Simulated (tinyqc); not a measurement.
Worked calculation: inverse iteration on a symmetric matrix. Computed by tinyqc, a small Python program that keeps every step. Settings: method = inverse, shift = 0.43. Command: `OMP_NUM_THREADS=1 python tinyqc.py 24548 24549 out.jsonl` (the two numbers bound the seeds that draw the settings). One thread of a shared host (Intel(R) Xeon(R) Processor @ 2.60GHz), about 0.01 s of CPU time with the checks.

## Step 1

A:
$$\begin{pmatrix}
0.176000 & -0.178000 & 0.292000 & 1.082000 \\
-0.178000 & 0.601000 & 0.322000 & 0.069000 \\
0.292000 & 0.322000 & 1.129000 & 0.028000 \\
1.082000 & 0.069000 & 0.028000 & 1.315000
\end{pmatrix}$$

vector v at the start: [0.500000, 0.500000, 0.500000, 0.500000]

shift = 0.430000

solve (A - shift) w = v; v' = w/|w| with its largest component positive (the first on a tie); lambda = v'^T A v'.

vector after step 1: [-0.155520, 0.928647, -0.145009, 0.303976]

Rayleigh quotient after step 1 = 0.579846

## Step 2

As before.

vector after step 2: [-0.178963, 0.894378, -0.362983, 0.190535]

Rayleigh quotient after step 2 = 0.514578

## Step 3

As before.

vector after step 3: [-0.187537, 0.885199, -0.380771, 0.190436]

Rayleigh quotient after step 3 = 0.514153

## Course of the iteration

Stop when the residual |A v - lambda v| is below 1e-9.

Steps:
```
step      lambda  residual
1     0.57984601  2.84e-01
2     0.51457823  2.16e-02
3     0.51415316  1.83e-03
4     0.51414959  1.73e-04
5     0.51414956  1.70e-05
6     0.51414956  1.70e-06
7     0.51414956  1.71e-07
8     0.51414956  1.72e-08
9     0.51414956  1.74e-09
10    0.51414956  1.75e-10
```

all eigenvalues, for comparison: [-0.559998, 0.514150, 1.262110, 2.004739]

Converged in 10 steps.
